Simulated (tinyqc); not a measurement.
Inside a calculation. Method: LDA (PW92) atom on a uniform radial grid, spin-unpolarised, for N(2+). Computed by tinyqc, a small Python program that keeps every step. Settings: Z = 7, points = 256, R = 7.3, functional = lda,pw, mixing = 0.4, iteration cap = 69. Command: `OMP_NUM_THREADS=1 python tinyqc.py 29879 29880 out.jsonl` (the two numbers bound the seeds that draw the settings). One thread of a shared host (Intel(R) Xeon(R) Processor @ 2.60GHz), about 1 s of CPU time with the checks. Later iterations appear only in the table of the cycle.

## Iteration 1

Spherical atom on a uniform radial grid r_j = j h with h = R/(N + 1), h sum u^2 = 1 and integrals as h times sums, u(0) = u(R) = 0 (atomic units):
```
parameter           value
Z                       7
points N              256
R                7.300000
h                0.028405
mixing           0.400000
electrons in 1s         2
electrons in 2s         2
electrons in 2p         1
```

Three-point differences turn -u''/2 + [l(l+1)/2r^2 - Z/r + V] u = e u into a tridiagonal matrix (diagonal 1/h^2 + potential, off-diagonal -1/2h^2). D = sum f u^2; the Hartree potential y/r solves y'' = -D/r with y(0) = 0, y(R) = N_e; v_xc comes from rho = D/(4 pi r^2); E = sum f e - int D V + int D (V_H/2 + eps_xc); V(new) = V + mixing (V_H + v_xc - V).

eigenvalues (hartree): 1s -24.2625, 2s -6.1099, 2p -6.1301

Every 16th grid point:
```
r         V in     u(1s)      u(2s)     u(2p)         D     V_H       v_xc
0.4545  0.0000    0.7068    -0.7105    1.1152    3.2525  8.4872    -1.1431
0.9089  0.0000    0.0599    -1.0789    0.9070    3.1578  5.2669    -0.7317
1.3634  0.0000    0.0038    -0.5723    0.4153    0.8276  3.6489    -0.3762
1.8179  0.0000  2.15e-04    -0.2218    0.1503    0.1210  2.7492    -0.1766
2.2724  0.0000  1.14e-05    -0.0735    0.0478    0.0131  2.2003    -0.0795
2.7268  0.0000  5.81e-07    -0.0221    0.0140    0.0012  1.8336    -0.0346
3.1813  0.0000  2.87e-08    -0.0063    0.0039  9.35e-05  1.5717    -0.0145
3.6358  0.0000  1.39e-09    -0.0017    0.0010  6.79e-06  1.3752    -0.0059
4.0903  0.0000  6.64e-11  -4.41e-04  2.67e-04  4.61e-07  1.2224    -0.0023
4.5447  0.0000         0  -1.12e-04  6.71e-05  2.97e-08  1.1002    -0.0009
4.9992  0.0000         0  -2.79e-05  1.65e-05  1.83e-09  1.0002  -3.35e-04
5.4537  0.0000         0  -6.82e-06  4.01e-06  1.09e-10  0.9168  -1.25e-04
5.9082  0.0000         0  -1.64e-06  9.59e-07         0  0.8463  -4.61e-05
6.3626  0.0000         0  -3.90e-07  2.26e-07         0  0.7858     0.0000
6.8171  0.0000         0  -8.77e-08  5.06e-08         0  0.7334     0.0000
7.2716  0.0000         0  -3.57e-09  2.05e-09         0  0.6876     0.0000
```

total energy = -50.125772 hartree

## Iteration 2

As before.

eigenvalues (hartree): 1s -20.0289, 2s -4.0849, 2p -3.8550

Every 16th grid point:
```
r         V in     u(1s)      u(2s)     u(2p)         D     V_H       v_xc
0.4545  2.9377    0.7491    -0.5625    0.9538    2.6648  8.0742    -1.0731
0.9089  1.8141    0.0760    -1.0633    0.9609    3.1964  5.1289    -0.7345
1.3634  1.3091    0.0060    -0.6933    0.5657    1.2815  3.6235    -0.4301
1.8179  1.0290  4.26e-04    -0.3353    0.2680    0.2967  2.7457    -0.2313
2.2724  0.8483  2.88e-05    -0.1402    0.1129    0.0520  2.1999    -0.1201
2.7268  0.7196  1.88e-06    -0.0538    0.0442    0.0077  1.8336    -0.0610
3.1813  0.6229  1.20e-07    -0.0195    0.0164    0.0010  1.5717    -0.0302
3.6358  0.5477  7.54e-09    -0.0068    0.0059  1.27e-04  1.3752    -0.0147
4.0903  0.4880  4.68e-10    -0.0023    0.0021  1.48e-05  1.2224    -0.0070
4.5447  0.4397  2.87e-11    -0.0008    0.0007  1.64e-06  1.1002    -0.0032
4.9992  0.3999         0  -2.45e-04  2.36e-04  1.76e-07  1.0002    -0.0015
5.4537  0.3667         0  -7.82e-05  7.79e-05  1.83e-08  0.9168    -0.0007
5.9082  0.3385         0  -2.46e-05  2.54e-05  1.86e-09  0.8463  -3.01e-04
6.3626  0.3143         0  -7.62e-06  8.15e-06  1.82e-10  0.7858  -1.34e-04
6.8171  0.2934         0  -2.18e-06  2.40e-06  1.52e-11  0.7334  -5.61e-05
7.2716  0.2750         0  -9.98e-08  1.12e-07         0  0.6876     0.0000
```

total energy = -51.347487 hartree

## Convergence

Stop when input and output potentials agree to 1e-7.

Course of the cycle (hartree):
```
iteration           E     e(1s)    e(2s)    e(2p)  largest |V(out) - V(in)|
1          -50.125772  -24.2625  -6.1099  -6.1301                  1.35e+01
2          -51.347487  -20.0289  -4.0849  -3.8550                  7.18e+00
3          -51.781070  -17.7536  -3.0203  -2.6879                  3.76e+00
4          -51.920062  -16.5491  -2.4545  -2.0812                  1.94e+00
5          -51.960891  -15.9193  -2.1512  -1.7613                  9.99e-01
6          -51.972115  -15.5926  -1.9873  -1.5907                  5.12e-01
7          -51.975067  -15.4237  -1.8982  -1.4988                  2.62e-01
8          -51.975823  -15.3364  -1.8494  -1.4487                  1.35e-01
9          -51.976015  -15.2910  -1.8224  -1.4213                  6.99e-02
10         -51.976063  -15.2674  -1.8074  -1.4061                  3.66e-02
11         -51.976075  -15.2549  -1.7990  -1.3976                  1.93e-02
...               ...       ...      ...      ...                       ...
24         -51.976079  -15.2406  -1.7878  -1.3865                  1.20e-05
25         -51.976079  -15.2406  -1.7878  -1.3865                  7.17e-06
26         -51.976079  -15.2406  -1.7878  -1.3865                  4.27e-06
27         -51.976079  -15.2406  -1.7878  -1.3865                  2.55e-06
28         -51.976079  -15.2406  -1.7878  -1.3865                  1.52e-06
29         -51.976079  -15.2406  -1.7878  -1.3865                  9.06e-07
30         -51.976079  -15.2406  -1.7878  -1.3865                  5.41e-07
31         -51.976079  -15.2406  -1.7878  -1.3865                  3.23e-07
32         -51.976079  -15.2406  -1.7878  -1.3865                  1.93e-07
33         -51.976079  -15.2406  -1.7878  -1.3865                  1.15e-07
34         -51.976079  -15.2406  -1.7878  -1.3865                  6.87e-08
```

Converged in 34 iterations. A uniform grid resolves the cusp poorly: for a bare nucleus this grid gives 1s at -24.26252 against -Z^2/2 = -24.5 hartree. Before convergence this energy mixes input and output and is not variational, so it may rise towards its limit.
